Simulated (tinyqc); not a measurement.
Coupled-perturbed Hartree-Fock on RHF in the sto-3g basis, for BeH2, spin multiplicity 1, step by step. One step of it, computed by the program tinyqc.

Problem. Coupled step 1. U_ai = -(mu_ai + sum_bj [4 (ai|bj) - (ab|ij) - (aj|bi)] U_bj) / (e_a - e_i); alpha = -4 sum U_ai mu_ai.

uncoupled U:
```
           i1         i2         i3
a4  -0.020667  -0.926915  -0.225489
a5  -0.024489  -1.098332  -0.267190
a6   0.000000   0.000000   0.000000
a7   0.000000   0.000000   0.000000
```

dipole integrals <a|z|i> (bohr):
```
          i1        i2        i3
a4  0.097936  0.607118  0.137867
a5  0.116047  0.719394  0.163363
a6  0.000000  0.000000  0.000000
a7  0.000000  0.000000  0.000000
```

orbital energies (hartree): MO1 -4.525312, MO2 -0.441615, MO3 -0.398040, MO4 0.213373, MO5 0.213373, MO6 0.411053, MO7 0.826479

Two-electron integrals over orbitals (pq|rs), unique and non-zero (hartree):
```
(11|11) 2.271653    (21|11) -0.188207   (21|21) 0.024291    (22|11) 0.474464
(22|21) -0.004511   (22|22) 0.422282    (31|11) -0.040242   (31|21) 0.003872
(31|22) -0.006942   (31|31) 0.006312    (32|11) 0.000896    (32|21) -0.003403
(32|22) -0.069533   (32|31) 0.010848    (32|32) 0.131190    (33|11) 0.438945
(33|21) -0.003905   (33|22) 0.368974    (33|31) 0.004412    (33|32) 0.056480
(33|33) 0.449673    (41|41) 0.015760    (42|41) 0.014739    (42|42) 0.046858
(43|41) 0.003270    (43|42) 0.007111    (43|43) 0.015144    (44|11) 0.569179
(44|21) -0.007480   (44|22) 0.362685    (44|31) -0.001542   (44|32) -0.000118
(44|33) 0.345900    (44|44) 0.449859    (51|51) 0.015760    (52|51) 0.014739
(52|52) 0.046858    (53|51) 0.003270    (53|52) 0.007111    (53|53) 0.015144
(54|54) 0.024249    (55|11) 0.569179    (55|21) -0.007480   (55|22) 0.362685
(55|31) -0.001542   (55|32) -0.000118   (55|33) 0.345900    (55|44) 0.401360
(55|55) 0.449859    (61|11) -0.187959   (61|21) 0.024372    (61|22) -0.006962
(61|31) 0.005934    (61|32) 0.000853    (61|33) -0.002984   (61|44) -0.005247
(61|55) -0.005247   (61|61) 0.025339    (62|11) 0.117462    (62|21) -0.006207
(62|22) -0.028645   (62|31) -0.000372   (62|32) 0.021138    (62|33) -0.033894
(62|44) 0.056317    (62|55) 0.056317    (62|61) -0.004414   (62|62) 0.075820
(63|11) 0.041978    (63|21) -0.001277   (63|22) 0.037330    (63|31) -0.001572
(63|32) -0.080533   (63|33) -0.048768   (63|44) 0.020909    (63|55) 0.020909
(63|61) -0.001403   (63|62) 0.008242    (63|63) 0.089160    (64|41) 0.016281
(64|42) 0.045527    (64|43) 0.011355    (64|64) 0.050093    (65|51) 0.016281
(65|52) 0.045527    (65|53) 0.011355    (65|65) 0.050093    (66|11) 0.469544
(66|21) -0.006882   (66|22) 0.380268    (66|31) -0.000161   (66|32) 0.012763
(66|33) 0.405148    (66|44) 0.360531    (66|55) 0.360531    (66|61) -0.006219
(66|62) -0.027833   (66|63) -0.018919   (66|66) 0.405401    (71|11) -0.011563
(71|21) 0.003987    (71|22) 0.008402    (71|31) -0.009762   (71|32) -0.017232
(71|33) -0.008239   (71|44) -0.000168   (71|55) -0.000168   (71|61) 0.000292
(71|62) -0.001277   (71|63) 0.000567    (71|66) -0.002489   (71|71) 0.019914
(72|11) 0.037083    (72|21) -0.000549   (72|22) -0.022756   (72|31) -0.003987
(72|32) 0.039237    (72|33) 0.009409    (72|44) 0.016085    (72|55) 0.016085
(72|61) -0.001516   (72|62) 0.030699    (72|63) -0.053915   (72|66) -0.002126
(72|71) 0.007420    (72|72) 0.061888    (73|11) -0.139925   (73|21) 0.004571
(73|22) 0.001647    (73|31) -0.000518   (73|32) -0.001509   (73|33) 0.017530
(73|44) -0.062206   (73|55) -0.062206   (73|61) 0.003173    (73|62) -0.067773
(73|63) -0.030434   (73|66) 0.022171    (73|71) 0.002601    (73|72) -0.013401
(73|73) 0.079540    (74|41) 0.001276    (74|42) 0.006700    (74|43) -0.012336
(74|64) 0.002668    (74|74) 0.016972    (75|51) 0.001276    (75|52) 0.006700
(75|53) -0.012336   (75|65) 0.002668    (75|75) 0.016972    (76|11) -0.003106
(76|21) 0.002635    (76|22) 0.061809    (76|31) -0.010124   (76|32) -0.125845
(76|33) -0.061963   (76|44) 0.000903    (76|55) 0.000903    (76|61) -0.001157
(76|62) -0.017711   (76|63) 0.090297    (76|66) -0.018065   (76|71) 0.016296
(76|72) -0.051846   (76|73) -0.002441   (76|76) 0.136432    (77|11) 0.563015
(77|21) -0.007832   (77|22) 0.425398    (77|31) -0.002889   (77|32) -0.022864
(77|33) 0.422658    (77|44) 0.385139    (77|55) 0.385139    (77|61) -0.008358
(77|62) -0.030037   (77|63) 0.009215    (77|66) 0.421732    (77|71) 0.001077
(77|72) -0.013821   (77|73) 0.002053    (77|76) 0.016923    (77|77) 0.475157
```

Give: U after step 1; polarisability.

Solution.

U after step 1:
```
        i1      i2      i3
a4  -0.012  -1.232  -0.303
a5  -0.015  -1.460  -0.360
a6   0.000   0.000   0.000
a7   0.000   0.000   0.000
```

polarisability = 7.608 bohr^3
